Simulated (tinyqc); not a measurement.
## Junction parameters from two forward currents

Problem. D(v) = J1 (exp(v/Vt) - 1) + J2 (exp(v/(2 Vt)) - 1). Find J1, J2 and the voltage 2 Vt ln(J2/J1) near which both parts are equal.

Parameters, values chosen for the exercise:
```
symbol,value,unit,meaning
T,300,K,temperature
```

Constants: q = 1.602176634e-19 C, kB = 1.380649e-23 J/K, Vt = kB T/q. Results are converted to the units shown.

junction voltages (V): [0.33, 0.65]
currents (uA/um): [1.9584478e-5, 0.033606478]

Solution. The current is linear in J1 and J2, so two points give two equations.

J1 = 2.90e-13 uA/um
J2 = 3.30e-8 uA/um
crossover = 0.602 V

Computed by the program tinyqc: `OMP_NUM_THREADS=1 python tinyqc.py 2182036 2182037 out.jsonl`, one thread of a shared Intel Xeon 2.30GHz, about 0.2 s for the whole run.
